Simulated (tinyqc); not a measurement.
Inside a calculation. Model: spin coating of a resist or spin-on film: centrifugal thinning, evaporation and the final thickness (Emslie and Meyerhofer models). Computed by tinyqc, a small Python program that keeps every step. Command: `OMP_NUM_THREADS=1 python tinyqc.py 3111026 3111027 out.jsonl spincoat walk`. One thread of a shared host (Intel(R) Xeon(R) Processor @ 2.30GHz), about 0.1 s of CPU time with the checks. Intermediate numbers are printed to about 6 digits and carried at full precision; extremes and crossings named in words are read from the listed rows.

A Newtonian film stays uniform over the wafer; solvent and solids have the same density and the concentration is uniform through the thickness.

Inputs (values chosen for the exercise, of the order of those of a polymer resist in an ester solvent): solids volume fraction c0 = 0.17; kinematic viscosity of the solvent nu_s = 1.2 mm^2/s; viscosity constant k = 660 mm^2/s; viscosity exponent gamma = 2.1; spin speed f = 2500 rpm; evaporation rate at 1000 rpm e0 = 0.14 micrometre/s; starting thickness h0 = 100 micrometre; time t = 0.35 s; wafer radius R = 100 mm; shrinkage in the bake = 1.4 %.

## Rates

omega = 2 pi f/60; nu(c) = nu_s + k c^gamma; evaporation rate e = e0 sqrt(f/1000 rpm). Flow constant K = 2 omega^2/(3 nu(c0)); Reynolds number of the air omega R^2/nu_air with nu_air = 15 mm^2/s.

omega = 261.799 1/s

nu(c0) = 17.1767 mm^2/s

evaporation rate e = 0.221359 micrometre/s

flow constant K = 0.00266015 1/(micrometre^2 s)

Reynolds number of the air = 174533

## Thinning without evaporation

dh/dt = -K h^3 gives h = h0/sqrt(1 + 2 K h0^2 t); for long times h = 1/sqrt(2 K t).

h(t) without evaporation = 22.5756 micrometre

long-time form = 23.1738 micrometre

time 1/(2 K h0^2) = 0.0187959 s

The long-time form is within 2.7 %: the starting thickness is forgotten.

## The two-stage estimate

Meyerhofer estimate: flow rules until (1 - c0) K h^3 = e, then evaporation alone: h_w = (e/((1 - c0) K))^(1/3), dry film c0 h_w.

wet thickness h_w = 4.64556 micrometre

dry film, estimate = 789.745 nm

drying time (1 - c0) h_w/e = 17.4188 s

## First explicit step of the full model

Solids s and liquid l per area start at s = c0 h0, l = (1 - c0) h0. With h = h0 and c = c0: Q = K h^3, K = 2 omega^2/(3 nu); one Euler step of length dt = 0.01 h0/Q for s and l, ds/dt = -c Q, dl/dt = -(1 - c) Q - e.

Q = 2660.15 micrometre/s

dt = 3.75918e-04 s

s = 16.83 micrometre

l = 82.1699 micrometre

Q/e at the start = 12017.3

## The full model

Full model for solids s and liquid l per area, h = s + l, c = s/h: ds/dt = -c Q, dl/dt = -(1 - c) Q - e, Q = 2 omega^2 h^3/(3 nu(c)); integrated adaptively (relative tolerance 1e-9) until l = 0. Dry film = s at l = 0, before the bake; film after the bake = s x (1 - shrinkage).

time to dry = 22.4936 s

dry film = 879.654 nm

film after the bake = 867.339 nm

## Course in time

Times are fractions of the time to dry.

History:
```
fraction    t (s)  h (micrometre)         c  nu (mm^2/s)          Q/e   s (nm)
0.003      0.0675         46.6715  0.170042       17.185  1.22111e+03  7936.09
0.010      0.2249         27.7617  0.170216       17.219  2.56492e+02  4725.48
0.030      0.6748         16.4397  0.171056       17.386  5.27509e+01  2812.11
0.100      2.2494          9.0284  0.176389       18.464  8.22741e+00  1592.51
0.200      4.4987          6.2851  0.188746       21.102  2.42872e+00  1186.29
0.350      7.8728          4.5326  0.217547       28.017  6.86089e-01   986.06
0.500     11.2468          3.4828  0.262750       41.064  2.12362e-01   915.11
0.700     15.7455          2.3864  0.371017       83.476  3.36067e-02   885.40
0.900     20.2442          1.3780  0.638585      258.538  2.08922e-03   879.98
```

Q/e drops below 1 between t = 4.5 and 7.9 s, when c has risen from 0.17 to about 0.218; after that row the solids fall by a further 11 %. The full model gives 1.11 times the two-stage estimate.

## Spin curve

The formulas are those given above.

Dry film against speed:
```
f (rpm)  full model (nm)  estimate (nm)  time to dry (s)
500              1966.04        1765.92          112.077
1000             1390.67        1248.70           56.161
1500             1135.57        1019.56           37.468
2000              983.47         882.96           28.111
3000              803.02         720.93           18.747
4000              695.44         624.35           14.063
6000              567.83         509.78            9.377
```

The full thickness goes as f^-0.500; the estimate as (e/omega^2)^(1/3) = f^(-1/2). The time to dry goes as f^-1.00. A thickness window of 1 % allows a speed error of about 2 %.

Checks made by the program: constant-viscosity run against c0 h0 exp(-int K h^2 dt) (relative difference 7e-06).
